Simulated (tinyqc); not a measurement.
Displacements against temperature: thermal displacements in the Debye model: Debye-Waller factors, bond-length spread and the Lindemann rule. Computed by tinyqc, a small Python program. Command: `OMP_NUM_THREADS=1 python tinyqc.py 3014142 3014143 out.jsonl debyewaller walk`. One thread of a shared host (Intel(R) Xeon(R) Processor @ 2.30GHz), about 0.01 s of CPU time with the checks.

A Debye spectrum with three branches of one velocity, cut at k_B Theta; 4 atoms per cube, nearest neighbours at d = 0.707107 a.

Inputs (values chosen for the exercise, modelled on copper):
```
quantity                 value      unit
atomic mass M            63.55         u
Debye temperature Theta    312         K
lattice constant a       3.615  angstrom
temperature T               77         K
```

Structure: fcc.

reflection (h k l): 3  1  1

Constants: hbar^2/u = 4.18015928e-03 eV angstrom^2; k_B = 8.617333262e-05 eV/K.

Method:
- <u_x^2> = (3 hbar^2/(2 M k_B Theta)) int_0^1 s coth(s Theta/(2T)) ds (64 Gauss-Legendre points); it tends to 3 hbar^2/(4 M k_B Theta) at T = 0 and to 3 hbar^2 T/(M k_B Theta^2) at high T.
- B = 8 pi^2 <u_x^2>.
- G = 2 pi sqrt(h^2 + k^2 + l^2)/a; the intensity is multiplied by exp(-2W), 2W = G^2 <u_x^2>; the loss goes into thermal diffuse scattering.
- Correlated Debye model: sigma^2 = (3 hbar^2/(M k_B Theta)) int_0^1 s coth(s Theta/(2T)) [1 - sin(s q_D R)/(s q_D R)] ds for two atoms at distance R, q_D = (6 pi^2 n)^(1/3), n atoms per volume; uncorrelated motion would give 2 <u_x^2>.
- The correlation is 1 - sigma^2/(2 <u_x^2>); exp(-2W) uses 2W = G^2 <u_x^2>.

|G| = 5.76458 1/angstrom

Displacements (angstrom^2):
```
T (K)    <u_x^2>   classical  sigma^2 at d  sigma^2 at 2d  exp(-2W)
9.4    0.0018459  2.2113e-04     0.0031597      0.0035000   0.94050
31     0.0019540  7.2925e-04     0.0031846      0.0035692   0.93713
62     0.0023002   0.0014585     0.0034142      0.0040015   0.92641
110    0.0031249   0.0025877     0.0042332      0.0052399   0.90137
170    0.0043614   0.0039991     0.0056336      0.0071906   0.86508
250    0.0061316   0.0058811     0.0077336       0.010028   0.81566
370    0.0088747   0.0087040      0.011054       0.014455   0.74460
560     0.013287    0.013174      0.016445       0.021597   0.64305
690     0.016324    0.016232      0.020169       0.026519   0.58132
```

The classical line is within 5 % from T = 250 K (T/Theta = 0.80) on. The correlation of nearest neighbours grows from 0.14 to 0.38, since thermal motion weights long waves, which move neighbours together, more than zero-point motion does; at 2d it ends at 0.19. The reflection keeps 94 % of its intensity at the lowest T and 58 % at the highest.

Extremes, crossings and ranges named in words are read from the listed rows.
